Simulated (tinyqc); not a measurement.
# Remanence, coercive field and barrier from the coefficients

Question. u = al P^2 + be P^4 - E P (P in uC/cm^2, E in kV/cm, u in mJ/cm^3). Find Pr, the polarisation Pc at which dE/dP = 0, Ec and the barrier u(0) - u(Pr).

al = -57.157677 kV cm/uC
be = 0.045726141 kV cm^5/uC^3

Answer. Pr^2 = -al/(2 be), Pc^2 = -al/(6 be), Ec = -(4/3) al Pc and the barrier is al^2/(4 be).

Pr = 25.00 uC/cm^2
Pc = 14.43 uC/cm^2
Ec = 1100 kV/cm
barrier = 1.786e4 mJ/cm^3

Numbers from tinyqc (`OMP_NUM_THREADS=1 python tinyqc.py 2860134 2860135 out.jsonl`; about 0.1 s on one thread of a shared Intel Xeon 2.30GHz).
